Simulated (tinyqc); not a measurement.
Avalanche multiplication and breakdown of a junction from ionisation integrals: one step, computed by the program tinyqc.

Ionisation coefficients follow the local field. Position x runs through the depletion layer from the p side (x = 0), where electrons enter, to the n side (x = w), where holes enter. The built-in voltage is neglected.

Question. Multiplication and noise. M_n = 1/(1 - I_n), M_p = M_n exp(-Phi(w)); McIntyre excess noise for the carrier with the larger M, F_x = k M + (1 - k)(2 - 1/M), with k = (smaller M - 1)/(larger M - 1).

Junction: p-i-n with uniform field.

Every 50th point:
```
x (micrometre)  F (MV/cm)  alpha_n (1/cm)  alpha_p (1/cm)          Phi  I_n up to x
0.000           0.1333291        127.7915        551.4688   0.00000000   0.00000000
0.225           0.1333291        127.7915        551.4688  -0.00953274   0.00288906
0.450           0.1333291        127.7915        551.4688  -0.01906548   0.00580579
0.675           0.1333291        127.7915        551.4688  -0.02859822   0.00875045
0.900           0.1333291        127.7915        551.4688  -0.03813096   0.01172332
1.125           0.1333291        127.7915        551.4688  -0.04766370   0.01472467
1.350           0.1333291        127.7915        551.4688  -0.05719644   0.01775476
1.575           0.1333291        127.7915        551.4688  -0.06672918   0.02081388
1.800           0.1333291        127.7915        551.4688  -0.07626192   0.02390230
```

Give: M_n; M_p; effective k; excess noise factor.

Answer.

M_n = 1.024

M_p = 1.106

effective k = 0.2317

excess noise factor = 1.098

Injecting holes gives the larger gain and, at equal gain, the lower noise.
